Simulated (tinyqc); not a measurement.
Carrier lifetime of an n-type layer with SRH, radiative, Auger and surface recombination: two steps of the calculation.

Uniform excess density dn = dp (no trapping), n = n0 + dn, p = p0 + dn, Boltzmann statistics, full ionisation. Surfaces enter as a rate 2 S dn/d, which holds while diffusion to them is fast.

Inputs (values chosen for the exercise); band and dielectric values close to those of cadmium telluride:
```
symbol     value        unit                                      meaning
T            350           K                                  temperature
Eg          1.51          eV                                     band gap
Nc          1e18       cm^-3       conduction-band density of states at T
Nv       2.27e19       cm^-3          valence-band density of states at T
B       1.98e-10      cm^3/s                        radiative coefficient
N           1e17       cm^-3                                donor density
Cn       1.6e-30      cm^6/s            Auger coefficient (two electrons)
Cp       8.4e-31      cm^6/s                Auger coefficient (two holes)
Nt        2.6e13       cm^-3                                 trap density
sn         7e-15        cm^2          capture cross-section for electrons
sp         5e-14        cm^2              capture cross-section for holes
vth        2.4e7        cm/s             thermal velocity (both carriers)
Et          0.45          eV         trap level below the conduction band
S              0        cm/s  surface recombination velocity (both faces)
d            100          um                             sample thickness
G         4.2e22  cm^-3 s^-1                              generation rate
```

Constants: q = 1.602176634e-19 C, kB = 1.380649e-23 J/K, Vt = kB T/q. Results are converted to the units shown.

Problem 1. Equilibrium densities and SRH constants. ni = sqrt(Nc Nv) exp(-Eg/(2 Vt)), Eg in volts; majority density N/2 + sqrt(N^2/4 + ni^2), n0 p0 = ni^2; n1 = Nc exp(-Et/Vt), p1 = Nv exp((Et - Eg)/Vt); tn0 = 1/(sn vth Nt), tp0 = 1/(sp vth Nt).

Give: ni; n0; p0; n1; p1; tn0; tp0.

Solution 1.

ni = 6.4046e7 cm^-3
n0 = 1.0000e17 cm^-3
p0 = 0.041019 cm^-3
n1 = 3.3135e11 cm^-3
p1 = 12379 cm^-3
tn0 = 2.2894e-7 s
tp0 = 3.2051e-8 s

Problem 2. New dn. With e = n p - ni^2 = dn (n0 + p0 + dn): U_SRH = e/(tp0 (n + n1) + tn0 (p + p1)), U_rad = B e, U_Aug = (Cn n + Cp p) e, U_s = 2 S dn/d. Newton step on ln U(ln dn) = ln G, U the sum: k = d ln U/d ln dn (central difference over factors 1.0001), dn(new) = dn (G/U)^(1/k).

dn after iteration 1 = 8.2854621e14 cm^-3
n0 = 1e17 cm^-3
p0 = 0.041018788 cm^-3
n1 = 3.3134864e11 cm^-3
p1 = 12379.344 cm^-3
tn0 = 2.2893773e-7 s
tp0 = 3.2051282e-8 s

Give: U_SRH; U_rad; U_Aug; U_s; k; dn after iteration 2.

Solution 2.

U_SRH = 2.4417e22 cm^-3 s^-1
U_rad = 1.6541e22 cm^-3 s^-1
U_Aug = 1.3535e19 cm^-3 s^-1
U_s = 0 cm^-3 s^-1
k = 0.97056
dn after iteration 2 = 8.4997e14 cm^-3

Computed by the program tinyqc: `OMP_NUM_THREADS=1 python tinyqc.py 2300002 2300003 out.jsonl`, one thread of a shared Intel Xeon 2.30GHz, about 0.01 s for the whole run.
